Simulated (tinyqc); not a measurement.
Interdiffusion in a binary couple: Darken equations, Kirkendall shift and Boltzmann-Matano analysis: one step, computed by the program tinyqc.

x is the mole fraction of B; the molar volume is constant, and the two halves are long enough to count as infinite.

Question. Diffusivities at one composition. D*_i(x) = D*_i(0) exp(k x); thermodynamic factor Phi = 1 - 2 W x (1 - x)/(k_B T); with f0 = 0.7815, M0 = 2 f0/(1 - f0), den = M0 ((1 - x) D*_A + x D*_B): D_A = D*_A Phi [1 + 2 (1 - x)(D*_A - D*_B)/den], D_B = D*_B Phi [1 - 2 x (D*_A - D*_B)/den]; interdiffusion D~ = x D_A + (1 - x) D_B.

Inputs (values chosen for the exercise, for a model alloy A-B): tracer diffusivity D*_A(0) = 6.8e-16 m^2/s; tracer diffusivity D*_B(0) = 2.4e-16 m^2/s; slope k of ln D* with x = -1.8; regular-solution parameter W = 0.062 eV; temperature T = 1270 K; composition x for the local step = 0.42.

Vacancy-wind correction: Manning, fcc.

Constants: k_B = 8.617333262e-05 eV/K.

Give: thermodynamic factor Phi; intrinsic D_A; intrinsic D_B; interdiffusion coefficient D~ at the local x.

Answer.

thermodynamic factor Phi = 0.7240

intrinsic D_A = 2.645e-16 m^2/s

intrinsic D_B = 7.307e-17 m^2/s

interdiffusion coefficient D~ at the local x = 1.535e-16 m^2/s

A positive W (tendency to separate) slows mixing: Phi is below 1.
